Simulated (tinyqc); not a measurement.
Comparisons within one model: deep level as a short-range spherical well. A value that a table varies takes the place of the one given here.

A spherical well of radius R and depth V0 below the conduction edge, one mass m, c = hbar^2/2m0. The s level at binding Et solves k cot(k R) = -kappa with k = sqrt(m (V0 - Et)/c), kappa = sqrt(m Et/c); it exists for V0 > Vc = c (pi/2R)^2/m. Outside, psi falls as exp(-kappa r)/r.

Lucovsky model (delta well, plane-wave final states, no local-field factor): sigma = (32 pi alpha c/(3 n_r m Et)) (x - 1)^(3/2)/x^3, x = h nu/Et, c = hbar^2/2m0; 1 angstrom^2 = 1e-16 cm^2.

Constants: hbar^2/2m0 = 3.80998211 eV angstrom^2; fine-structure constant alpha = 0.007297352564; e^2/(4 pi eps0) = 14.39964547 eV angstrom; kB = 8.617333262e-05 eV/K.

Inputs chosen for the exercise (near those of Ge; shifted at random, so the results belong to these values and not to a real crystal):
- R = 2.6 angstrom (radius of the well)
- m = 0.117 m0 (mass)
- fV = (1.05, 1.14, 1.35, 1.75, 2.11, 3.54, 5.51) (V0/Vc)
- n_r = 3.99 (refractive index)
- xs = (1.05, 1.29, 1.43, 1.89, 2.19, 2.69, 4.45, 8.76) (photon energies h nu/Et)
- eps = 15.7 (static dielectric constant)
- T = 300 K (temperature)
- Fs = (2, 10, 30, 70, 150, 300) kV/cm (fields)

## From threshold to a deep level

Et against the depth at fixed R; near threshold Et = (pi^2/16)(V0 - Vc)^2/Vc.

Results:

| V0/Vc | V0 (eV) | Et (eV) | threshold form (eV) | 1/kappa (angstrom) | share outside |
|---|---|---|---|---|---|
| 1.05 | 12.480 | 0.01768 | 0.01833 | 42.9 | 0.942 |
| 1.14 | 13.550 | 0.1304 | 0.1437 | 15.8 | 0.850 |
| 1.35 | 16.046 | 0.7173 | 0.8981 | 6.7 | 0.689 |
| 1.75 | 20.800 | 2.692 | 4.124 | 3.5 | 0.498 |
| 2.11 | 25.079 | 5.079 | 9.033 | 2.5 | 0.393 |
| 3.54 | 42.076 | 17.31 | 47.30 | 1.4 | 0.203 |
| 5.51 | 65.491 | 37.18 | 149.1 | 0.9 | 0.114 |

The threshold form holds to 10 % up to V0/Vc = 1.05 of those listed. There the state is mostly outside the well (94 % in the first row) and knows only Et, which is why a delta-well model works; more than half is inside from V0/Vc = 1.75 on. A second s level would need V0/Vc > 9. From V0/Vc = 1.35 on Et exceeds the gap of the host, about 0.7 eV, so those rows only show the model.

## Neutral against charged centre

Et = 0.08053 eV

Lucovsky cross-section, its shape relative to the peak, and the shape of a hydrogen-like centre relative to threshold: x^-4 exp(4 - 4 atan(e)/e)/(1 - exp(-2 pi/e)), e = sqrt(x - 1).

Results:

| x | h nu (eV) | sigma (1e-18 cm^2) | relative to peak | hydrogen-like |
|---|---|---|---|---|
| 1.05 | 0.085 | 23.9 | 0.077 | 0.878 |
| 1.29 | 0.104 | 180 | 0.582 | 0.503 |
| 1.43 | 0.115 | 239 | 0.771 | 0.379 |
| 1.89 | 0.152 | 308 | 0.995 | 0.173 |
| 2.19 | 0.176 | 306 | 0.989 | 0.114 |
| 2.69 | 0.217 | 280 | 0.903 | 0.063 |
| 4.45 | 0.358 | 180 | 0.582 | 0.014 |
| 8.76 | 0.705 | 79.7 | 0.257 | 0.002 |

The short-range centre starts from zero, reaches half its peak at x = 1.24 and peaks at x = 2; in the last row it still has 26 % of the peak. The Coulomb centre is largest at threshold and is down to 0.2 % there. Reading the peak as the threshold would misplace the level by a factor 2, here 0.08 eV. Rows above the gap, about 0.7 eV, are hidden by band-to-band absorption.

## Emission in a field

Barrier lowering for a charged centre (Poole-Frenkel) is 2 sqrt(q e F/eps), q = e^2/(4 pi eps0), and for the neutral well e F R; the one-dimensional enhancement is exp(lowering/kB T). 1 kV/cm = 1e-5 V/angstrom; tunnelling is left out.

Results:

| F (kV/cm) | lowering, charged (meV) | enhancement | saddle at (angstrom) | lowering, neutral (meV) | enhancement |
|---|---|---|---|---|---|
| 2 | 8.6 | 1.39 | 214 | 0.05 | 1.002 |
| 10 | 19.2 | 2.10 | 96 | 0.26 | 1.010 |
| 30 | 33.2 | 3.61 | 55 | 0.78 | 1.031 |
| 70 | 50.7 | 7.10 | 36 | 1.82 | 1.073 |
| 150 | 74.2 | 17.6 | 25 | 3.90 | 1.163 |
| 300 | 104.9 | 57.9 | 17 | 7.80 | 1.352 |

At 300 kV/cm the charged centre emits 57.9 times faster and the neutral one 1.35 times: the logarithm of the enhancement is linear in sqrt(F) for the first and in F for the second, which tells the charge state. The lowering exceeds Et from 300 kV/cm on, where a charged level would no longer be bound.

Computed by tinyqc, a small Python program: `OMP_NUM_THREADS=1 python tinyqc.py 1281425 1281426 out.jsonl` (the numbers bound the seed that draws the inputs); one thread of a shared host (Intel(R) Xeon(R) Processor @ 2.30GHz), about 0.01 s for the whole set of steps.
